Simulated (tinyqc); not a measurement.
# Thickness and doping from the maximum and minimum capacitance

Question. A MOS capacitor has Cmax = Cox = eps0 eox/tox and 1/Cmin = 1/Cox + Wm/(eps0 eps_r), with Wm = sqrt(4 eps0 eps_r Vt ln(N/ni)/(q N)) and N well above ni. Find tox, Wm and N.

Inputs (values chosen for the exercise); band and dielectric values close to those of silicon: temperature T = 400 K; relative permittivity eps_r = 11.7; relative permittivity of the gate insulator (close to silicon dioxide) eox = 3.9.

Constants: q = 1.602176634e-19 C, kB = 1.380649e-23 J/K, Vt = kB T/q, eps0 = 8.8541878128e-14 F/cm where lengths are in cm. Results are converted to the units shown.

Cmax = 1.0791041 uF/cm^2
Cmin = 0.032957421 uF/cm^2
ni = 3.6396735e12 cm^-3

Solution. Cmax gives tox and the series difference Wm. N follows by iterating N = 4 eps0 eps_r Vt ln(N/ni)/(q Wm^2); ln(N/ni)/N falls steadily for N > e ni, so there is one root in that range.

tox = 3.20 nm
Wm = 305 nm
N = 7.30e15 cm^-3

Numbers from tinyqc (`OMP_NUM_THREADS=1 python tinyqc.py 2060086 2060087 out.jsonl`; about 0.01 s on one thread of a shared Intel Xeon 2.30GHz).
